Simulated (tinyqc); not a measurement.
## Surface potential of a MOS transistor: implicit equation and explicit approximations: accuracy of the approximations against gate voltage

p-type body, charge-sheet picture, depletion and inversion only, full ionisation (an idealisation for deep acceptors), Boltzmann statistics (rough once Na exp(x - xn) passes about Nc/7). In units of Vt: xg = (Vg - Vfb)/Vt, x = psi/Vt, G = gamma/sqrt(Vt), xn = (2 phiF + Vc)/Vt. The implicit equation is (xg - x)^2 = G^2 [x - 1 + exp(x - xn)] for x above about 3. Cox = eps0 eox/tox.

ni = sqrt(Nc Nv) exp(-Eg/(2 Vt)), Eg in volts; phiF = Vt ln(Na/ni); gamma = sqrt(2 q eps0 eps_r Na)/Cox; VT = Vfb + Vt (xn + G sqrt(xn - 1)). Depletion value a = 1 + [sqrt(G^2/4 + xg - 1) - G/2]^2; inversion value b = xn + ln[(xg - xn)^2/G^2 - xn + 1] and first guess y = min(a, b) - ln(1 + exp(-|a - b|)) if a > xn + 1, else b = y = a; one second-order correction with D = exp(y - xn), p = 2 (xg - y) + G^2 (1 + D), w = (xg - y)^2 - G^2 (y - 1 + D): z = y + 2 w/(p + sqrt(p^2 - 2 (2 - G^2 D) w)), or the Newton step z = y + w/p where the root is not real. N_inv = (Cox Vt G/q) [sqrt(x - 1 + exp(x - xn)) - sqrt(x - 1)] at the root. Lambert form (Cox m Vt/q) W0[(G/(2 m sqrt(xn - 1))) exp((Vg - VT)/(m Vt))], m = 1 + G/(2 sqrt(xn - 1)). Errors under 1e-4 mV, and the linear form below VT, are printed as 0.

Values chosen for this exercise; band and dielectric values close to those of 4H silicon carbide:
- T = 300 K (temperature)
- Eg = 3.25 eV (band gap)
- eps_r = 9.72 (relative permittivity)
- Nc = 1.67e19 cm^-3 (conduction-band density of states at T)
- Nv = 2.55e19 cm^-3 (valence-band density of states at T)
- eox = 7.59 (relative permittivity of the gate insulator (close to silicon nitride))
- tox = 5.6 nm (insulator thickness)
- Na = 1.7e17 cm^-3 (acceptor density)
- Vfb = -0.9 V (flat-band voltage)
- Vc = 0 V (channel-body voltage)

Constants: q = 1.602176634e-19 C, kB = 1.380649e-23 J/K, Vt = kB T/q, eps0 = 8.8541878128e-14 F/cm where lengths are in cm. Results are converted to the units shown.

Accuracy of the approximations against gate voltage:

| Vg (V) | psi (V) | x - xn | error of y (mV) | error of z (mV) | N_inv (cm^-2) | Cox (Vg - VT)/q (cm^-2) | Lambert form (cm^-2) |
|---|---|---|---|---|---|---|---|
| 2.01 | 2.619 | -14.79 | 0 | 0 | 4079 | 0 | 3713 |
| 2.21 | 2.809 | -7.461 | 7.63e-4 | 0 | 6.023e6 | 0 | 5.789e6 |
| 2.41 | 2.998 | -0.1574 | 1.10 | 0 | 8.641e9 | 0 | 8.651e9 |
| 2.61 | 3.111 | 4.239 | 23.0 | 6.69 | 6.112e11 | 1.475e12 | 6.322e11 |
| 2.81 | 3.145 | 5.553 | 16.1 | -2.18 | 1.842e12 | 2.973e12 | 1.905e12 |
| 3.01 | 3.164 | 6.290 | 12.2 | -0.716 | 3.190e12 | 4.471e12 | 3.292e12 |
| 3.21 | 3.178 | 6.814 | 10.1 | -0.359 | 4.581e12 | 5.969e12 | 4.717e12 |
| 3.41 | 3.189 | 7.224 | 8.67 | -0.215 | 5.996e12 | 7.467e12 | 6.160e12 |
| 3.61 | 3.197 | 7.562 | 7.65 | -0.142 | 7.425e12 | 8.965e12 | 7.615e12 |

Read the table: what changes, and by how much?

psi rises from 2.62 to 3.20 V and ends 7.6 Vt above 2 phiF + Vc. Among the rows the first guess is off by at most 23 mV (at Vg = 2.61 V) and the corrected value by at most 6.7 mV. In the last row the linear form is 21 % above N_inv and the Lambert form 2.6 % above it; in the first row the Lambert form is 9.0 % below it. For Vg = 2.61, 2.81, 3.01, 3.21, 3.41, 3.61 the electron quasi-Fermi level lies less than 2 Vt below the band edge at the surface, or above it, where degeneracy and confinement, left out, matter.

tinyqc, about 0.01 s, one thread, Intel Xeon 2.30GHz (shared host): `OMP_NUM_THREADS=1 python tinyqc.py 2122238 2122239 out.jsonl`
